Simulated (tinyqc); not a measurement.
Equation-of-state fits to an energy-volume table made by a known binding curve: one step, computed by the program tinyqc. Command: `OMP_NUM_THREADS=1 python tinyqc.py 3011242 3011243 out.jsonl eosfit walk`. One thread of a shared host (Intel(R) Xeon(R) Processor @ 2.30GHz), about 0.03 s of CPU time with the checks.

With x = (V/V_0)^(1/3), the energy per atom is E = -D [1 + eta (x - 1)] exp(-eta (x - 1)), so that B0 = D eta^2/(9 V_0) and B' = 1 + 2 eta/3. B' = dB/dP at P = 0.

Problem. Errors of the Birch-Murnaghan fit. Third-order Birch-Murnaghan is a cubic in u = V^(-2/3): fit it by linear least squares, find the minimum, and take B0 = V E''(V), B' = -1 - V E'''/E'' there. Errors are fitted minus exact, relative; the pressure at c V_0 uses P = (3 B0/2) (x^7 - x^5) [1 + (3/4)(B' - 4)(x^2 - 1)], x = (V0/V)^(1/3) with the fitted values.

Inputs (values chosen for the exercise, for a model crystal): true volume V_0 = 14.2 angstrom^3/atom; compression V/V_0 for the pressure test = 0.8.

Binding curve: universal binding. Noise: added.

fitted B0 = 279.3928 GPa

exact B0 = 289.7759 GPa

fitted B' = 7.337982

exact B' = 5.453333

fitted V0 = 14.20248 angstrom^3

exact pressure at c V_0 = 116.7234 GPa

Give: error of B0; error of B'; fitted pressure at c V_0; error of that pressure.

Solution.

error of B0 = -3.583 %

error of B' = 34.56 %

fitted pressure at c V_0 = 136.8 GPa

error of that pressure = 17.24 %

Caution: the fitted minimum lies outside the window, so V0 and B0 are extrapolated.
